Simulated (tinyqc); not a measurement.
Crystallisation kinetics and data retention of a phase-change cell: two steps of the calculation.

Johnson-Mehl-Avrami-Kolmogorov law X = 1 - exp(-y^n), y = integral of k dt, k = (1/100 s) exp[-(Ec q/kB)(1/T - 1/T1)].

Inputs (values chosen for the exercise); values of the order of Ge-Sb-Te and related chalcogenides: activation energy of crystallisation Ec = 2.67 eV; temperature at which the rate k is 1/(100 s) T1 = 447 K; Avrami exponent n = 2; crystalline share at which the state is lost Xf = 0.5; storage temperature T = 364 K; heating rate b = 2 K/min; start of the ramp table Ta = 407 K; step of the table dT = 5 K; steps m = 10.

Constants: q = 1.602176634e-19 C, kB = 1.380649e-23 J/K. Results are converted to the units shown.

Question 1. Retention. At fixed T the state fails at t = (-ln(1 - Xf))^(1/n)/k; ten years are 3.15576e8 s.

Give: k; y at failure; time to fail; the same in years; temperature for ten years.

Answer 1.

k = 1.367e-9 1/s
y at failure = 0.8326
time to fail = 6.090e8 s
the same in years = 19.30
temperature for ten years = 366.8 K

The cell meets ten years at 364 K.

Question 2. A heating ramp. T rises at the rate b. Start with y = k (kB Ta^2/(q Ec))/b, the integral from cold to Ta to leading order; over each step k is taken as exponential in T, so y gains (dT/b)(k2 - k1)/ln(k2/k1). dX/dt = n y^(n - 1) k exp(-y^n), listed as 0 once y^n exceeds 23.

Wanted: T; k; y; X; dX/dt.

Answer 2.

```
point	T (K)	k (1/s)	y	X	dX/dt (1/s)
0	407	1.1001e-5	0.0017644	3.1133e-6	3.8822e-8
1	412	2.7712e-5	0.0044777	2.0049e-5	2.4817e-7
2	417	6.8279e-5	0.011226	1.2601e-4	1.5328e-6
3	422	1.6467e-4	0.027650	7.6423e-4	9.0995e-6
4	427	3.8905e-4	0.066797	0.0044519	5.1744e-5
5	432	9.0104e-4	0.15824	0.024729	2.7811e-4
6	437	0.0020471	0.36772	0.12648	0.0013151
7	442	0.0045652	0.83867	0.50508	0.0037898
8	447	0.010000	1.8783	0.97064	0.0011029
9	452	0.021528	4.1335	1.0000	6.7617e-9
10	457	0.045574	8.9428	1.0000	0
```

Range of the model: One Arrhenius rate is assumed; incubation, growth from the boundary and the non-Arrhenius kinetics of the supercooled liquid are left out.

tinyqc, about 0.02 s, one thread, Intel Xeon 2.30GHz (shared host): `OMP_NUM_THREADS=1 python tinyqc.py 2490047 2490048 out.jsonl`
